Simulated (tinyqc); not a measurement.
Phase-change memory cell, resistance drift and retention: effect of the activation energy of crystallisation.

The amorphous state follows Ra = R0 (t/t0)^nu exp[(q Ec/kB)(1/T - 1/(300 K))], with nu taken as independent of T. An intermediate level follows the logarithmic mixing rule ln R = (1 - fa) ln Rc + fa ln Ra with constant Rc. The time to lose the data by crystallisation is tr = tx exp[(q Ex/kB)(1/T - 1/Tx)]; 1 year = 3.15576e7 s. These are empirical laws.

T10 is the temperature at which tr is ten years.

Inputs (values chosen for the exercise); values of the order found in chalcogenide phase-change cells: resistance of the amorphous state at t0 and 300 K R0 = 3.2 Mohm; reference time t0 = 1 s; drift exponent nu = 0.086; activation energy of conduction Ec = 0.22 eV; temperature of a bake Tx = 473 K; time to crystallise in that bake tx = 75000 s; operating temperature T = 358 K; time of the read t = 86400 s; resistance of the crystalline state Rc = 7.5 kohm.

Constants: q = 1.602176634e-19 C, kB = 1.380649e-23 J/K. Results are converted to the units shown.

The same in every row: Ra (Mohm) = 2.143; Ra/Rc = 285.7.

Effect of the activation energy of crystallisation:

| Ex (eV) | tr (years) | T10 (K) |
|---|---|---|
| 1.6 | 711.6 | 390.1 |
| 1.9 | 7569 | 401.2 |
| 2.2 | 8.051e4 | 409.7 |
| 2.5 | 8.563e5 | 416.4 |
| 2.8 | 9.108e6 | 421.8 |
| 3.1 | 9.688e7 | 426.2 |
| 3.4 | 1.030e9 | 430.0 |

As Ex goes from 1.6 to 3.4 eV, Ra stays at 2.14 Mohm, tr rises from 712 to 1.03e9 years and T10 rises from 390 to 430 K. With the bake point fixed, a larger Ex extrapolates more steeply to lower temperatures. For Ex = 2.2 to 3.4 eV tr is an extrapolation over many decades from the bake and only says that crystallisation is no limit.

tinyqc, about 0.01 s, one thread, Intel Xeon 2.30GHz (shared host): `OMP_NUM_THREADS=1 python tinyqc.py 2880061 2880062 out.jsonl`
